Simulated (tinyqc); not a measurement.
Length of a polyene: Hueckel, PPP and singles CI along the polyenes. Computed by the program tinyqc. Hueckel uses the same beta without repulsion; CIS keeps all single excitations and so misses the low, doubly excited 2Ag state. W is the valence ionisation energy of a centre, MN the Mataga-Nishimoto formula, f the oscillator strength.

All-trans chains of carbon centres 1.40 angstrom apart:
```
parameter                               value
beta (eV), times 1 +/- alternation  -2.490000
alternation                                 0
W (eV)                              11.160000
gamma_rr (eV)                       11.490000
repulsion formula                          MN
```

Gaps and excitations (eV):
```
centres  Hueckel gap  PPP orbital gap  bright singlet (CIS)      f  lowest triplet (CIS)
2              4.980           10.407                 8.011  0.687                 1.949
4              3.078            7.837                 5.570  1.163                 1.006
6              2.216            6.526                 4.400  1.677                 0.584
8              1.730            5.722                 3.698  2.178                 0.352
10             1.417            5.175                 3.225  2.656                 0.206
12             1.201            4.779                 2.882  3.109                 0.108
```

What does the comparison show, and why?

The Hueckel gap tends to 4 x alternation x |beta| = 0.00 eV for long chains (zero without alternation, falling as 1/N). Exchange opens the PPP orbital gap, and the attraction of electron and hole brings the bright state 1.90 eV below it at 12 centres; the triplet lies 2.77 eV lower still.
